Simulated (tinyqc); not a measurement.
MOS capacitor on an n-type substrate, surface potential from the exact charge relation: effect of the relative permittivity of the gate insulator on threshold and swing.

Uniform n-type substrate, Boltzmann statistics, full ionisation, classical densities. psi is the surface potential against the body (positive when the bands bend down) and u = -psi/Vt. Traps are spread evenly over the gap and neutral at flat band, so their charge is -q Dit psi; the minority quasi-Fermi level is shifted by Vb.

ni = sqrt(Nc Nv) exp(-Eg/(2 Vt)), Eg in volts; phiF = Vt ln(N/ni); Cox = eps0 eox/tox; Vfb = phiM - chi - Vt ln(Nc/N) - q Nf/Cox; VT = Vfb - [(2 phiF + Vb)(1 + q Dit/Cox) + sqrt(2 eps0 eps_r q N (2 phiF + Vb))/Cox]. gamma = sqrt(2 eps0 eps_r q N)/Cox; Wm = sqrt(2 eps0 eps_r (2 phiF + Vb)/(q N)); m = 1 + (eps0 eps_r/Wm + q Dit)/Cox; swing m Vt ln 10; Cmin/Cox = 1/(1 + Cox Wm/(eps0 eps_r)).

Values chosen for this exercise; band and dielectric values close to those of silicon:
- T = 273 K (temperature)
- Eg = 1.14 eV (band gap)
- eps_r = 11.9 (relative permittivity)
- Nc = 2.47e19 cm^-3 (conduction-band density of states at T)
- Nv = 2.31e19 cm^-3 (valence-band density of states at T)
- chi = 4.09 eV (electron affinity)
- N = 3.7e17 cm^-3 (donor density of the substrate)
- tox = 2.2 nm (insulator thickness)
- phiM = 4.9 eV (gate work function)
- Nf = -2.7e10 cm^-2 (fixed charge at the interface, in units of q)
- Dit = 0 cm^-2 eV^-1 (density of interface traps)
- Vb = 0 V (reverse bias of the inversion layer against the body)

Constants: q = 1.602176634e-19 C, kB = 1.380649e-23 J/K, Vt = kB T/q, eps0 = 8.8541878128e-14 F/cm where lengths are in cm. Results are converted to the units shown.

The same in every row: 2 phiF (V) = 0.94391; Wm (nm) = 57.926.

Result of one run:
```
eox  Vfb (V)  gamma (V^0.5)    VT (V)       m  swing (mV/decade)  Cmin/Cox
3.9  0.71392        0.22518  -0.44876  1.1159             60.447   0.10385
```

What becomes of these results when the relative permittivity of the gate insulator eox is changed from 3.9 to 22, all else the same?

Result of the changed run:
```
eox  Vfb (V)  gamma (V^0.5)    VT (V)       m  swing (mV/decade)  Cmin/Cox
22   0.71166       0.039918  -0.27104  1.0205             55.282  0.020130
```

The whole series:
```
eox  Vfb (V)  gamma (V^0.5)    VT (V)       m  swing (mV/decade)  Cmin/Cox
3.9  0.71392        0.22518  -0.44876  1.1159             60.447   0.10385
5    0.71332        0.17564  -0.40124  1.0904             59.065  0.082898
7.5  0.71260        0.11709  -0.34507  1.0603             57.433  0.056836
9    0.71236       0.097578  -0.32635  1.0502             56.889  0.047816
15   0.71189       0.058547  -0.28891  1.0301             55.801  0.029249
22   0.71166       0.039918  -0.27104  1.0205             55.282  0.020130
30   0.71153       0.029273  -0.26083  1.0151             54.985  0.014842
```

As eox goes from 3.9 to 30, VT rises from -0.449 to -0.261 V, the swing falls from 60.4 to 55.0 mV/decade and Cmin/Cox falls from 0.104 to 0.0148. Of the change of VT by 0.188 V, -0.00240 V comes from Vfb and 0.190 V from the band bending and the charge it takes. m - 1 goes as eox^(-1.00), that is as 1/Cox.

Numbers from tinyqc (`OMP_NUM_THREADS=1 python tinyqc.py 2060021 2060022 out.jsonl`; about 0.01 s on one thread of a shared Intel Xeon 2.30GHz).
